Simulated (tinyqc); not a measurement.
Microkinetic model of low-temperature epitaxy from hydride gases: adsorption, hydrogen desorption and rate control: one step, computed by the program tinyqc. Command: `OMP_NUM_THREADS=1 python tinyqc.py 3006721 3006722 out.jsonl hepi walk`. One thread of a shared host (Intel(R) Xeon(R) Processor @ 2.30GHz), about 0.01 s of CPU time with the checks.

Each hydride molecule needs two free sites and leaves four hydrogen atoms, of which two leave at once as H2; theta is the hydrogen coverage, the site density is 6.78 per nm^2 and one layer is 1.358 angstrom thick.

Problem. Coverage and growth rate. With k the hydride and k_H the hydrogen adsorption rate on free pairs and k_d the desorption rate, steady state: 2 (k + k_H)(1 - theta)^2 = k_d theta; growth rate R = k (1 - theta)^2 layers/s; 1 layer/s = 8.148 nm/min. With c = 2 (k + k_H)/k_d the free share is 1 - theta = 2/(1 + sqrt(1 + 4c)).

Inputs (values chosen for the exercise, close to those used for silane and germane on Si(001)): temperature T = 500 C.

Film: silicon-germanium. Order of hydrogen desorption: first.

k = 0.05998027 1/s

k_H = 0.1732406 1/s

k_d = 0.7785858 1/s

Give: c; hydrogen coverage theta; growth rate R in layers; growth rate G.

Solution.

c = 0.5991

hydrogen coverage theta = 0.2965

growth rate R in layers = 0.02969 layers/s

growth rate G = 0.2419 nm/min

Adsorption and desorption share control.
